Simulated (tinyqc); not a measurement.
From results back to parameters: periodic multilayer mirror for extreme ultraviolet light. Three cases, with inputs chosen for the exercise.

Problem. With a mean index 1 - dm the Bragg wavelength is lam_B = 2 L sqrt((1 - dm)^2 - sin^2 theta). It is given at 0 degrees and at th2; L and dm are hidden. Then the absorber share is Gm = (dm - delta_S)/(delta_A - delta_S), with the first entries of dS and dA; L is the period.

Find: L; dm; Gm.

Method. The difference of the squares is 4 L^2 sin^2(th2); then 1 - dm = lam_B(0)/(2 L).

Case 1.

Values chosen (out of a larger set: optical constants near those of Mo and Si at 13.5 nm; not measured data): th2 = 20 degrees (second angle); dA = (0.0779, 0.00648) (delta and beta of the absorber, N = 1 - delta + i beta); dS = (0.0009, 0.0018) (delta and beta of the spacer and the substrate).

lam_B at 0 = 13.396916 nm
lam_B at th2 = 12.540520 nm

Solution.

L = 6.890 nm
dm = 0.0278
Gm = 0.35

Case 2.

Values chosen (out of a larger set: optical constants near those of Mo and Si at 13.5 nm; not measured data): th2 = 20 degrees (second angle); dA = (0.0784, 0.00677) (delta and beta of the absorber, N = 1 - delta + i beta); dS = (0.0011, 0.00169) (delta and beta of the spacer and the substrate).

lam_B at 0 = 13.400990 nm
lam_B at th2 = 12.529376 nm

Solution.

L = 6.950 nm
dm = 0.0359
Gm = 0.45

Case 3.

Values chosen (out of a larger set: optical constants near those of Mo and Si at 13.5 nm; not measured data): th2 = 20 degrees (second angle); dA = (0.0739, 0.00665) (delta and beta of the absorber, N = 1 - delta + i beta); dS = (0.0012, 0.00177) (delta and beta of the spacer and the substrate).

lam_B at 0 = 13.407940 nm
lam_B at th2 = 12.536809 nm

Solution.

L = 6.950 nm
dm = 0.0354
Gm = 0.47

Computed by tinyqc, one run a case: `OMP_NUM_THREADS=1 python tinyqc.py N N+1 out.jsonl` with N = 1681208, 1681209, 1681242; one thread of a shared Intel(R) Xeon(R) Processor @ 2.30GHz, about 0.01 s a run at most.
